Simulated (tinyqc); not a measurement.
Precursor delivery and alloy composition in metal-organic vapour-phase epitaxy. From one set of inputs to another, one input at a time. Computed by tinyqc, a small Python program. Command: `OMP_NUM_THREADS=1 python tinyqc.py 3023871 3023872 out.jsonl movpe ladder`. One thread of a shared host (Intel(R) Xeon(R) Processor @ 2.30GHz), about 0.01 s of CPU time with the checks.

Carrier gas leaves each bubbler saturated. Group-III species cross a boundary layer and react at the surface; element 2 can also desorb. The film is (1)_(1-x) (2)_x V with a zinc-blende cell.

The inputs printed are set A. Set A is close to those used for InGaP from TEGa and TMIn; the values taken over come from a set close to those used for AlGaAs from TMAl and TEGa. Inputs not listed in the table keep their values of set A, so the rows need not describe a real material.

Inputs (values chosen for the exercise, close to those used for InGaP from TEGa and TMIn):
```
quantity,value,unit
source 1: a in log10(p/torr) = a - b/T,8.08,-
source 1: b,2162,K
source 1: bath temperature,22,C
source 1: carrier flow,5.7,sccm
source 2: a,10.52,-
source 2: b,3014,K
source 2: bath temperature,29,C
source 2: carrier flow,250,sccm
bubbler pressure p_b,600,torr
group-V hydride flow,170,sccm
total flow,9.1,slm
reactor pressure p,100,torr
diffusivity D0 at 273.15 K and 760 torr,0.34,cm^2/s
boundary layer delta,0.73,cm
prefactor of the surface rate k_s,7.2e+13,cm/s
energy of k_s,1.86,eV
prefactor of the loss of element 2,1.3e+15,layers/s
energy of the loss,3.11,eV
lattice constant a,5.65,angstrom
growth temperature T,660,C
```

Constants: k_B = 1.380649e-23 J/K; k_B = 8.617333262e-05 eV/K.

Method:
- Temperatures in kelvin are T(C) + 273.15.
- Vapour pressure p_v = 10^(a - b/T); precursor flow = carrier flow x p_v/(p_b - p_v); 1 sccm = 44.615 micromol/min; V/III = hydride flow over the sum of both; gas share x_g = F2/(F1 + F2).
- Partial pressure p_i = p F_i/(44615 x total flow in slm); density n_i = p_i/(k_B T), 1 torr = 133.322 Pa; D = D0 (T/273.15)^1.75 (760/p), h = D/delta, the same for both; k_s = prefactor x exp(-energy/(k_B T)); arrival J_i = n_i/(1/h + 1/k_s); in layers per second g_i = J_i a^2/2 (two group-III sites per a^2 on (001)).
- Loss of element 2 is r x with r = prefactor x exp(-energy/(k_B T)). Then x = (g2 - r x)/(g1 + g2 - r x), or r x^2 - (g1 + g2 + r) x + g2 = 0, smaller root; growth rate G = g1/(1 - x) layers/s; one layer is a/2 thick, 1 angstrom/s = 0.36 um/h.
- Distribution coefficient = [x/(1 - x)]/[x_g/(1 - x_g)], x_g = g2/(g1 + g2).

Each row keeps all changes above it:
```
input moved,from,to,solid share x,growth rate G (um/h),V/III ratio
set A,-,-,0.96412,8.4881,111.55
boundary layer delta (cm),0.73,1.2,0.96407,5.1651,111.55
total flow (slm),9.1,13,0.96401,3.6095,111.55
source 1: carrier flow (sccm),5.7,26,0.85456,4.0745,98.94
source 2: bath temperature (C),29,19,0.72649,2.1666,185.56
source 2: carrier flow (sccm),250,3.4,0.03406,0.6135,659.21
prefactor of the loss of element 2 (layers/s) and energy of the loss (eV),"1.3e+15, 3.11","1.6e+18, 3.56",0.03054,0.6113,659.21
growth temperature T (C),660,630,0.03397,0.5968,659.21
```

Which inputs carry the difference?

Solid share x goes from 0.964 to 0.0340, a factor 0.0352 in all. The largest single move comes from source 2: carrier flow (a factor 0.0469). Growth rate G goes from 8.49 to 0.597, a factor 0.0703 in all. The largest single move comes from source 2: carrier flow (a factor 0.283). V/III ratio goes from 112 to 659, a factor 5.91 in all. The largest single move comes from source 2: carrier flow (a factor 3.55). The single moves hold for this order of the switches; the total does not depend on the order.

Caution (all rows): the lattice constant is held fixed as x changes, delta does not respond to the flow, both precursors share one D and k_s, and gas-phase side reactions are left out.

Extremes, crossings and ranges named in words are read from the listed rows.
